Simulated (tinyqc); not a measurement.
# Worked calculation: surface potential of a MOS transistor: implicit equation and explicit approximations

tinyqc, about 0.01 s, one thread, Intel Xeon 2.30GHz (shared host): `OMP_NUM_THREADS=1 python tinyqc.py 2122199 2122200 out.jsonl` Printed values are rounded.

p-type body, charge-sheet picture, depletion and inversion only, full ionisation (an idealisation for deep acceptors), Boltzmann statistics (rough once Na exp(x - xn) passes about Nc/7). In units of Vt: xg = (Vg - Vfb)/Vt, x = psi/Vt, G = gamma/sqrt(Vt), xn = (2 phiF + Vc)/Vt. The implicit equation is (xg - x)^2 = G^2 [x - 1 + exp(x - xn)] for x above about 3. Cox = eps0 eox/tox.

Values chosen for this exercise; band and dielectric values close to those of silicon: temperature T = 350 K; band gap Eg = 1.11 eV; relative permittivity eps_r = 11.6; conduction-band density of states at T Nc = 3.53e19 cm^-3; valence-band density of states at T Nv = 3.29e19 cm^-3; relative permittivity of the gate insulator (close to silicon dioxide) eox = 3.9; insulator thickness tox = 18 nm; acceptor density Na = 1.3e16 cm^-3; flat-band voltage Vfb = -0.74 V; channel-body voltage Vc = 1 V; gate-body voltage Vg = 1.9 V.

Constants: q = 1.602176634e-19 C, kB = 1.380649e-23 J/K, Vt = kB T/q, eps0 = 8.8541878128e-14 F/cm where lengths are in cm. Results are converted to the units shown.

## Scales

ni = sqrt(Nc Nv) exp(-Eg/(2 Vt)), Eg in volts; phiF = Vt ln(Na/ni); gamma = sqrt(2 q eps0 eps_r Na)/Cox; VT = Vfb + Vt (xn + G sqrt(xn - 1)).

phiF = 0.3175908 V
gamma = 0.3409608 V^0.5
G = 1.963288
xn = 54.21570
VT = 1.327143 V
xg = 87.53122

## Explicit approximation

Depletion value a = 1 + [sqrt(G^2/4 + xg - 1) - G/2]^2; inversion value b = xn + ln[(xg - xn)^2/G^2 - xn + 1] and first guess y = min(a, b) - ln(1 + exp(-|a - b|)) if a > xn + 1, else b = y = a; one second-order correction with D = exp(y - xn), p = 2 (xg - y) + G^2 (1 + D), w = (xg - y)^2 - G^2 (y - 1 + D): z = y + 2 w/(p + sqrt(p^2 - 2 (2 - G^2 D) w)), or the Newton step z = y + w/p where the root is not real.

a = 71.09414
b = 59.67418
y = 59.67417
p = 964.3630
w = -354.9382
z = 59.20157

The root of the implicit equation is x = 59.2241; y misses it by 0.45 and z by -0.023, in units of Vt.

## Starting value

x = y rounded to two decimals.

x at the start = 59.67

## Iteration 1: new x

D = exp(x - xn), f = (xg - x)^2 - G^2 (x - 1 + D), f' = -2 (xg - x) - G^2 (1 + D), x(new) = x - f/f'.

D = 233.7614
f = -350.9288
f' = -960.6100
x after iteration 1 = 59.30468

## Iteration 2: new x

As before.

D = 162.2247
f = -53.29252
f' = -685.6024
x after iteration 2 = 59.22695

## Iteration 3: new x

As before.

D = 150.0925
f = -1.834995
f' = -638.9942
x after iteration 3 = 59.22408

## Course of the iteration

Stop when the step is below 1e-11, or after 60 iterations.

Course of the iteration:
```
iteration	x before the step	step
1	59.67	-0.365
2	59.30468	-0.0777
3	59.22695	-2.87e-3
4	59.22408	-3.73e-6
5	59.22407	-6.26e-12
```

Converged in 5 iterations.

## Potential, charges and gate control

converged x = 59.22407

psi = Vt x; N_dep = Cox Vt G sqrt(x - 1)/q; N_inv = (Cox Vt G/q) [sqrt(x - 1 + exp(x - xn)) - sqrt(x - 1)]; dpsi/dVg = 1/[1 + G^2 (1 + exp(x - xn))/(2 (xg - x))].

psi = 1.786238 V
N_dep = 5.410116e11 cm^-2
N_inv = 4.8126e11 cm^-2
dpsi/dVg = 0.08882920

psi lies 5.0 Vt above 2 phiF + Vc.
